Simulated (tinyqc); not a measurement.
What moves the results: two-node Weyl semimetal on a cubic lattice and its slab. A value that a table varies takes the place of the one given here.

H = d.s with dx = t sin kx, dy = t sin ky, dz = m (2 - cos kx - cos ky) + M(kz), M = tz (cos k0 - cos kz), k in 1/a. Nodes at (0, 0, +/-k0). Berry curvature of the lower band along z: Omega = d.(dd/dkx x dd/dky)/(2|d|^3), in the sense curl of i<u|grad u>.

Slab of N layers along x with hard walls: layer block t sin(ky) sy + (m (2 - cos ky) + M(kz)) sz, block to the next layer t sx/(2i) - m sz/2.

Parameters, chosen for this exercise: t = 1.26 eV (hopping in sx and sy); m = 1.12 eV (mass term); tz = 0.51 eV (hopping along z); k0 = 2.2 1/a (position of the nodes); k = (-0.2, -0.56, 0.47) 1/a (wave vector).

## Planes of fixed kz and the Fermi arc

C is the sum of Omega over a 24 x 24 mesh, k = (j + 1/2) 2 pi/24, times (2 pi/24)^2/(2 pi). Slab of 30 layers at ky = 0: lowest positive level and weight of the middle pair on the two outer layers.

Against kz:
```
kz (1/a)   M (eV)       C  slab level (eV)  surface weight
0.000     -0.8101  -1.000          0.00000           0.920
0.400     -0.7699  -1.000          0.00000           0.899
0.800     -0.6555  -1.000          0.00000           0.825
1.200     -0.4849  -1.000          0.00000           0.676
1.600     -0.2852  -0.995          0.00025           0.443
2.000     -0.0879  -0.800          0.02021           0.161
2.400      0.0759  -0.223          0.12138           0.039
2.800      0.1804  -0.054          0.21267           0.020
3.142      0.2099  -0.035          0.23979           0.018
```

What does this show?

C is -1 for kz below k0 = 2.2 and 0 above, within 0.223 on this mesh. Where C = -1 the slab has a level near zero (exactly zero for a thick slab) on its faces (weight 0.92 at kz = 0): these points form the arc from -k0 to +k0, of length 4.40/a. Towards the node M goes to zero and the state spreads into the bulk; beyond it the level follows M, raised by the confinement in the slab.

## Hybridisation of the two arcs

ky = 0, kz = 0; lowest positive level against the number of layers. On a half space the amplitudes are z1^n - z2^n with z the roots of (t + m) z^2/2 - (m + M) z + (m - t)/2 = 0.

Level:
```
N      E (eV)
3     0.05316
4     0.02195
5    0.008822
6    0.003587
8   0.0005893
10  9.687e-05
12  1.593e-05
```

z1, z2: 0.4055  -0.1451

What can be read from the table?

The larger root has |z| = 0.4055, so the level should fall by about |z|^2 = 0.164 for two more layers; from 10 to 12 it changes by a factor 0.164.

## What each parameter does

|E| and Omega at k, the velocity tz sin(k0) and k0/pi. Each row changes one parameter from the base and keeps the others.

Results:
```
case           |E| (eV)  Omega (a^2)  vz (eV a)  |sigma_xy| (e^2/(h a))
base             0.9088      -0.8603     0.4123                  0.7003
t = 1.386 eV     0.9659      -0.8668     0.4123                  0.7003
m = 1.232 eV     0.8969      -0.9153     0.4123                  0.7003
tz = 0.459 eV    0.8642      -0.9234     0.3711                  0.7003
k0 = 1.98 1/a    0.8521      -0.9399     0.4679                  0.6303
```

What can be read from the table?

The largest shifts from the base row, up to three for each result and ties (the steps differ in size, so this ranks the rows, not the parameters). |E| (eV): t +0.0572, k0 -0.0566, tz -0.0446. Omega (a^2): k0 -0.0796, tz -0.0631, m -0.0550. vz (eV a): k0 +0.0556, tz -0.0412; unchanged at the printed digits by t and m. |sigma_xy| (e^2/(h a)): k0 -0.0700; unchanged at the printed digits by t, m and tz. The Hall conductivity depends on the separation of the nodes alone, with EF at the nodes and no further nodes.

(tinyqc, `OMP_NUM_THREADS=1 python tinyqc.py 1452117 1452118 out.jsonl`, Intel(R) Xeon(R) Processor @ 2.30GHz, 1 thread, shared host, about 0.1 s.)
